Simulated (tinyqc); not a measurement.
# Fermi-level pinning from two metals

Question. Cowley-Sze model with the space charge neglected: phiB = S (phiM - chi) + (1 - S)(Eg - phi0), S = 1/(1 + q Dit dl/(eps0 ei)), dl in cm. Find S, phi0 and Dit.

Inputs (values chosen for the exercise); band and dielectric values close to those of gallium nitride:
- Eg = 3.42 eV (band gap)
- chi = 4.06 eV (electron affinity)
- dl = 0.3 nm (thickness of the interfacial layer)
- ei = 3.9 (relative permittivity of the interfacial layer)

Constants: q = 1.602176634e-19 C, eps0 = 8.8541878128e-14 F/cm where lengths are in cm. Results are converted to the units shown.

barriers for metals with phiM = 4.43 and 5.11 eV (eV): [1.4654244, 1.7729801]

Answer. S is the slope of phiB against phiM; either barrier then gives phi0, and S gives Dit.

S = 0.4523
phi0 = 1.050 eV
Dit = 8.700e13 cm^-2 eV^-1

Program tinyqc, `OMP_NUM_THREADS=1 python tinyqc.py 2020064 2020065 out.jsonl`; Intel Xeon 2.30GHz, shared host, one thread, about 0.04 s.
